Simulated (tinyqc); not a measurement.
What each parameter does: five-level k.p model folded onto the conduction band.

Second-order sums for the lowest conduction level at E: 1/m = 1 + Cm + (Ep/3)(2/E + 1/(E + Dso)) - (Ep2/3)(2/(E7 + D2 - E) + 1/(E7 - E)); g/2 = 1 + Cg - (Ep/3)(1/E - 1/(E + Dso)) - (Ep2/3)(1/(E7 - E) - 1/(E7 + D2 - E)). E is counted from the top of the valence band; E = Eg at the edge.

Parameters, chosen for this exercise (near those of InP; not measured data): Eg = 1.376 eV (gap at Gamma to the s-like level); Dso = 0.107 eV (spin-orbit splitting); Ep = 19.6 eV (Kane energy); E7 = 4.67 eV (upper Gamma7 conduction level, from the valence top); D2 = 0.07 eV (its spin-orbit splitting, Gamma8 above Gamma7); Ep2 = 5.7 eV (Kane energy to the upper levels); Cm = -0 (remote term in 1/m); Cg = 0 (remote term in g/2).

Mass and g at E = Eg.

Results for these values:
```
case   m (m0)       g
base  0.07579  1.2908
```

What happens to each result for Ep2 = 5.13 eV, all else kept?

Answer: m falls from 0.07579 to 0.07482; g rises from 1.2908 to 1.2932.

The same for each parameter in turn:
```
case             m (m0)       g
base            0.07579  1.2908
Eg = 1.238 eV   0.06769  1.1382
Dso = 0.096 eV  0.07560  1.3567
Ep = 17.64 eV   0.08471  1.3594
E7 = 4.203 eV   0.07741  1.2824
D2 = 0.063 eV   0.07580  1.2932
Ep2 = 5.13 eV   0.07482  1.2932
```

Computed by tinyqc, a small Python program: `OMP_NUM_THREADS=1 python tinyqc.py 1051298 1051299 out.jsonl` (the numbers bound the seed that draws the inputs); one thread of a shared host (Intel(R) Xeon(R) Processor @ 2.30GHz), about 0.01 s for the whole set of steps.
